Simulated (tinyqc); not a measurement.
Spin curve: spin coating of a resist or spin-on film: centrifugal thinning, evaporation and the final thickness (Emslie and Meyerhofer models). Computed by tinyqc, a small Python program. Command: `OMP_NUM_THREADS=1 python tinyqc.py 3112373 3112374 out.jsonl spincoat walk`. One thread of a shared host (Intel(R) Xeon(R) Processor @ 2.30GHz), about 0.09 s of CPU time with the checks.

A Newtonian film stays uniform over the wafer; solvent and solids have the same density and the concentration is uniform through the thickness.

Inputs (values chosen for the exercise, of the order of those of a polymer resist in an ester solvent):

| quantity | value | unit |
|---|---|---|
| solids volume fraction c0 | 0.12 | - |
| kinematic viscosity of the solvent nu_s | 1.8 | mm^2/s |
| viscosity constant k | 600 | mm^2/s |
| viscosity exponent gamma | 3.2 | - |
| spin speed f | 1500 | rpm |
| evaporation rate at 1000 rpm e0 | 0.51 | micrometre/s |
| starting thickness h0 | 300 | micrometre |
| wafer radius R | 50 | mm |

Method:
- omega = 2 pi f/60; nu(c) = nu_s + k c^gamma; evaporation rate e = e0 sqrt(f/1000 rpm).
- Flow constant K = 2 omega^2/(3 nu(c0)); Reynolds number of the air omega R^2/nu_air with nu_air = 15 mm^2/s.
- Meyerhofer estimate: flow rules until (1 - c0) K h^3 = e, then evaporation alone: h_w = (e/((1 - c0) K))^(1/3), dry film c0 h_w.
- Full model for solids s and liquid l per area, h = s + l, c = s/h: ds/dt = -c Q, dl/dt = -(1 - c) Q - e, Q = 2 omega^2 h^3/(3 nu(c)); integrated adaptively (relative tolerance 1e-9) until l = 0.

dry film, estimate = 569.601 nm

Dry film against speed:

| f (rpm) | full model (nm) | estimate (nm) | time to dry (s) |
|---|---|---|---|
| 500 | 1070.8 | 986.58 | 25.357 |
| 1000 | 757.2 | 697.62 | 12.680 |
| 1500 | 618.2 | 569.60 | 8.454 |
| 2000 | 535.4 | 493.29 | 6.341 |
| 3000 | 437.2 | 402.77 | 4.227 |
| 4000 | 378.6 | 348.81 | 3.170 |
| 6000 | 309.1 | 284.80 | 2.114 |

What follows from these numbers?

The full thickness goes as f^-0.500; the estimate as (e/omega^2)^(1/3) = f^(-1/2). The time to dry goes as f^-1.00. A thickness window of 1 % allows a speed error of about 2 %.
